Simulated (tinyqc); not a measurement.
Empirical pseudopotential in a few plane waves, step by step. Computed by tinyqc, a small Python program that keeps every step. Settings: plane-wave index or count = 15. Command: `OMP_NUM_THREADS=1 python tinyqc.py 25437 25438 out.jsonl` (the two numbers bound the seeds that draw the settings). One thread of a shared host (Intel(R) Xeon(R) Processor @ 2.60GHz), about 0.2 s of CPU time with the checks.

## Bloch Hamiltonian at G

Parameters chosen for this model: fcc lattice, atoms at +/- a/8 (1,1,1); form factors in rydberg at |G|^2 in units of (2 pi/a)^2:
```
parameter,value,unit
a,5.390000,angstrom
VS(3),-0.191000,Ry
VS(8),0.054000,Ry
VS(11),0.055000,Ry
VA(3),0,Ry
VA(4),0,Ry
VA(11),0,Ry
hbar^2/2m (2 pi/a)^2,5.177321,eV
```

k point G (2 pi / a): 0  0  0

Basis: the 15 shortest G (labels in 2 pi/a), the same at every k. H(G,G') = c |k + G|^2 delta + VS(|G-G'|^2) cos((G-G').tau) + i VA sin((G-G').tau), tau = a/8 (1,1,1); 1 Ry = 13.605693 eV.

H(k) at G (eV), lower triangle:
```
,+0+0+0,-1-1-1,-1-1+1,-1+1-1,-1+1+1,+1-1-1,+1-1+1,+1+1-1,+1+1+1,-2+0+0,+0-2+0,+0+0-2,+0+0+2,+0+2+0,+2+0+0
+0+0+0,0.000000
-1-1-1,1.837549,15.531964
-1-1+1,-1.837549,0.000000,15.531964
-1+1-1,-1.837549,0.000000,0.734707,15.531964
-1+1+1,-1.837549,-0.734707,0.000000,0.000000,15.531964
+1-1-1,-1.837549,0.000000,0.734707,0.734707,0.000000,15.531964
+1-1+1,-1.837549,-0.734707,0.000000,0.000000,0.734707,0.000000,15.531964
+1+1-1,-1.837549,-0.734707,0.000000,0.000000,0.734707,0.000000,0.734707,15.531964
+1+1+1,1.837549,0.000000,-0.734707,-0.734707,0.000000,-0.734707,0.000000,0.000000,15.531964
-2+0+0,0.000000,-1.837549,-1.837549,-1.837549,1.837549,0.529137,-0.529137,-0.529137,-0.529137,20.709286
+0-2+0,0.000000,-1.837549,-1.837549,0.529137,-0.529137,-1.837549,1.837549,-0.529137,-0.529137,0.734707,20.709286
+0+0-2,0.000000,-1.837549,0.529137,-1.837549,-0.529137,-1.837549,-0.529137,1.837549,-0.529137,0.734707,0.734707,20.709286
+0+0+2,0.000000,-0.529137,1.837549,-0.529137,-1.837549,-0.529137,-1.837549,0.529137,-1.837549,-0.734707,-0.734707,0.000000,20.709286
+0+2+0,0.000000,-0.529137,-0.529137,1.837549,-1.837549,-0.529137,0.529137,-1.837549,-1.837549,-0.734707,0.000000,-0.734707,0.734707,20.709286
+2+0+0,0.000000,-0.529137,-0.529137,-0.529137,0.529137,1.837549,-1.837549,-1.837549,-1.837549,0.000000,-0.734707,-0.734707,0.734707,0.734707,20.709286
```

## Levels at G

Diagonalise the Hermitian matrix.

eigenvalues (eV): -1.410813  12.172694  12.172694  12.172694  14.797257  14.797257  14.797257  15.280878  19.146900  19.239871  19.239871  23.333849  23.333849  23.333849  26.103324

## Bands along a path

The same steps at evenly spaced points between the labelled ones.

Bands along the path (eV), lowest eight:
```
k,band 1,band 2,band 3,band 4,band 5,band 6,band 7,band 8
L,1.302760,4.082738,10.826794,10.826794,13.446194,15.381873,15.381873,19.310211
L-G 0.25,0.455629,5.304956,10.910760,10.910760,13.541087,15.458425,15.458425,19.595181
L-G 0.50,-0.542286,7.548947,11.262212,11.262212,13.938906,15.746670,15.746670,18.997356
L-G 0.75,-1.190303,10.199815,11.811071,11.811071,14.548472,15.325509,15.325509,17.082819
G,-1.410813,12.172694,12.172694,12.172694,14.797257,14.797257,14.797257,15.280878
G-X 0.25,-1.116093,10.530638,11.159790,11.159790,14.008604,16.266910,16.266910,16.516612
G-X 0.50,-0.238125,8.038743,9.906096,9.906096,12.915457,14.644592,18.828568,18.828568
G-X 0.75,1.201824,5.561579,9.131990,9.131990,12.322746,12.982053,21.650056,21.650056
X,3.158315,3.313570,8.937902,8.937902,12.200715,12.428992,24.417192,24.656738
```

With 4 band(s) filled, the highest filled level on these points lies at G and the lowest empty one at X: a gap of 0.0280 eV, indirect. This holds for the small fixed basis; with all plane waves up to |k + G|^2 = 21 (2 pi/a)^2 the gap along the path is -0.22 eV.

## Convergence with the number of plane waves

Levels at G counted from the fourth one.

Levels (eV):
```
plane waves,level 1,level 5,level 8
9,-16.208070,0,2.938830
15,-13.583507,2.624563,3.108185
27,-13.230356,2.588876,3.545349
51,-13.365684,2.599418,3.536445
59,-13.384192,2.481336,3.517104
65,-13.388367,2.455088,3.517104
89,-13.353884,2.478903,3.498773
```
